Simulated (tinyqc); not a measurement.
The methods across T_c: square-lattice Ising model by mean field, Bethe lattice, transfer matrix, exact enumeration and Monte Carlo steps. Computed by tinyqc, a small Python program. Command: `OMP_NUM_THREADS=1 python tinyqc.py 3000753 3000754 out.jsonl ising walk`. One thread of a shared host (Intel(R) Xeon(R) Processor @ 2.30GHz), about 0.01 s of CPU time with the checks.

H = -J sum over nearest pairs s_i s_j, s = +-1, no field, periodic boundaries; energies per site are in J. As a lattice gas or an alloy, s marks which species holds the site.

Inputs (values chosen for the exercise, for a model lattice): coupling J = 62.2 meV; factor on the grid 1.5, 1.85, 2.1, 2.45, 2.65, 3.1, 3.6, 4.4 of k_B T/J = 1.02.

Enumerated cell: 3 x 3.

Constants: k_B = 8.617333262e-05 eV/K.

Method:
- K = J/(k_B T). Mean field: m = tanh(4 K m), u = -2 m^2. Bethe: cavity field h = 3 artanh(tanh K tanh h), m = tanh(4h/3), u = -2 (tanh K + tanh^2 h)/(1 + tanh K tanh^2 h). Exact: m = [1 - sinh(2K)^(-4)]^(1/8) below T_c; u = -coth(2K) [1 + (2/pi)(2 tanh^2(2K) - 1) K1(k)], k = 2 sinh(2K)/cosh^2(2K), K1 the complete elliptic integral of the first kind. The largest root is taken.
- Weights count x exp(-K E); N = 9; u = <E>/N, c = K^2 (<E^2> - <E>^2)/N in k_B, Binder U = 1 - <M^4>/(3 <M^2>^2).
- The grid values of k_B T/J times the given factor are rounded to 3 figures before use.

States of the 3 x 3 cell:
```
E (J)  |M|  count
-18      9      2
-10      7     18
-6       3     12
-6       5     36
-2       1     90
-2       3     72
-2       5     36
2        1     72
2        3     72
6        1     90
6        3     12
```

Order and energy:
```
k_B T/J   T (K)  m mean field  m Bethe  m exact  <|m|> cell  u Bethe  u exact   u cell   U cell
1.53     1104.4       0.98869  0.98518  0.98467     0.98339  -1.9458  -1.9449  -1.9426  0.66187
1.89     1364.2       0.96720  0.94829  0.94047     0.94419  -1.8261  -1.8150  -1.8213  0.64876
2.14     1544.7       0.94274  0.89496  0.84335     0.89901  -1.6745  -1.6210  -1.6900  0.63170
2.50     1804.5       0.89064  0.73573  0.00000     0.81686  -1.3147  -1.1061  -1.4621  0.59537
2.70     1948.9       0.85145  0.55249  0.00000     0.76890  -1.0192  -0.9635  -1.3332  0.57056
3.16     2280.9       0.72454  0.00000  0.00000     0.66859  -0.6126  -0.7584  -1.0703  0.50792
3.67     2649.0       0.48084  0.00000  0.00000     0.58351  -0.5319  -0.6208  -0.8523  0.44032
4.49     3240.9       0.00000  0.00000  0.00000     0.49533  -0.4382  -0.4850  -0.6283  0.35237
```

What does the comparison show, and why?

At k_B T/J = 1.53 all values of m agree within 0.006. At 2.5 the exact m is 0 while Bethe gives 0.74, mean field 0.89 and the cell 0.82: neglect of fluctuations raises T_c, and a finite cell rounds the transition. U falls from 0.662 (2/3 when ordered) to 0.352 (0 for a large disordered system).

Extremes, crossings and ranges named in words are read from the listed rows.
